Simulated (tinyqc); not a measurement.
Sublattice potential against complex hopping: Haldane model. Computed by the program tinyqc. 

Honeycomb lattice:
```
parameter      value
t1 (eV)     1.030000
t2 (eV)     0.180000
phi (rad)  -1.090000
```

H_AA = delta - 2 t2 sum cos(k.b + phi), H_BB = -delta - 2 t2 sum cos(k.b - phi), H_AB = -t1 (1 + exp(-i k.a1) + exp(-i k.a2)), b = a1, a2 - a1, -a2, m = 3 sqrt3 t2 sin(phi); the sign of the Chern number follows the orientation k1 then k2.

Gaps at the two valleys (eV) and Chern number of the lower band (12 x 12 mesh):
```
delta    gap 2|delta - m|  gap 2|delta + m|  Chern number
-1.4930            1.3275            4.6445             0
-1.0780            0.4975            3.8145             0
-0.4980            0.6625            2.6545             1
0.0000             1.6585            1.6585             1
0.3320             2.3225            0.9945             1
0.6220             2.9025            0.4145             1
1.0370             3.7325            0.4155             0
1.6580             4.9745            1.6575             0
```

Here |m| = 0.8293 eV. For |delta| < |m| the two valleys have masses of opposite sign and the Chern number is +/-1; one gap closes at |delta| = |m|, and beyond it the band is trivial.
